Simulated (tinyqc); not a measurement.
# Voltage acceleration of oxide breakdown, four models on the same data: lifetime against voltage in four models

Field E = V/tox in MV/cm. Models: ln(t63/1 s) = a - c X with X = E (E model), -1/E (1/E model), ln V (power law, c the exponent n) or sqrt(E).

a and c were fitted to stress data from 5.94 to 7.95 V. Project to Vu, multiply by exp[(Ea q/kB)(1/Tu - 1/Ts)] and by ks; ten years are 3.15576e8 s.

Parameters, values chosen for the exercise:
- tox = 7.7 nm (oxide thickness)
- Ts = 398 K (stress temperature)
- Tu = 358 K (use temperature)
- Ea = 0.63 eV (activation energy)
- ks = 0.00037 (factor for area and percentile)

Constants: q = 1.602176634e-19 C, kB = 1.380649e-23 J/K. Results are converted to the units shown.

```
model         c         a
E       4.73674   49.8867
1/E     376.999  -35.2312
power   42.4811   89.1933
sqrt E  28.4081   92.3304
```

Lifetime against voltage in four models:
```
Vu (V)  log10 years, E  log10 years, 1/E  log10 years, power  log10 years, sqrt E
2.8              4.145             19.69               9.701                6.532
3.39             2.569             11.85               6.173                4.172
3.99            0.9662             6.256               3.167                1.974
4.58           -0.6100             2.186              0.6223             -0.03041
5.18            -2.213            -1.002              -1.649               -1.941
5.77            -3.789            -3.491              -3.639               -3.714
6.37            -5.392            -5.549              -5.464               -5.426
6.96            -6.968            -7.227              -7.098               -7.033
```

Read the table: what changes, and by how much?

The four agree within 0.26 decades in the last row, inside the stress range, and part by 15.5 decades in the first. The local exponent -d ln t/d ln V is c E for the E model, which shrinks as V falls, constant for the power law, and c/E for the 1/E model, which grows as V falls.

Range of the model: All four laws are empirical fits; none is established far below the stress range.

tinyqc, about 0.01 s, one thread, Intel Xeon 2.30GHz (shared host): `OMP_NUM_THREADS=1 python tinyqc.py 2070091 2070092 out.jsonl`
